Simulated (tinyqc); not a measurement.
Band-to-band tunnelling and avalanche in a reverse-biased abrupt junction: one step, computed by the program tinyqc. Command: `OMP_NUM_THREADS=1 python tinyqc.py 3012945 3012946 out.jsonl zener walk`. One thread of a shared host (Intel(R) Xeon(R) Processor @ 2.30GHz), about 0.01 s of CPU time with the checks.

Direct Kane tunnelling in the local field (for indirect gaps the mass is an effective fit) and one ionisation coefficient for both carriers. N is the doping of the light side, or N_A N_D/(N_A + N_D) for the symmetric junction; the built-in voltage is taken as E_g/e.

Problem. Junction at the given bias. E_g(T) = E_g - (T - 300 K)(-dE_g/dT); b(T) = b [1 + (rise)(T - 300 K)]; w = sqrt(2 eps eps_0 (V_R + E_g/e)/(e N)); F_m = 2 (V_R + E_g/e)/w; the field falls linearly from F_m to 0 across w.

Inputs (values chosen for the exercise, modelled on GaAs):
```
quantity                                    value    unit
band gap at 300 K, E_g                       1.46      eV
gap narrowing with temperature, -dE_g/dT     0.47   meV/K
permittivity eps                             12.9       -
effective doping N                        2.7e+18  1/cm^3
reverse bias V_R                              1.4       V
temperature T                                 400       K
```

Junction: one-sided.

Constants: eps_0 = 8.8541878128e-12 F/m; e = 1.602176634e-19 C.

Give: E_g(T); depletion width w; peak field F_m; shortest tunnelling distance E_g/(e F_m).

Solution.

E_g(T) = 1.413 eV

depletion width w = 38.542 nm

peak field F_m = 1.4597 MV/cm

shortest tunnelling distance E_g/(e F_m) = 9.6800 nm
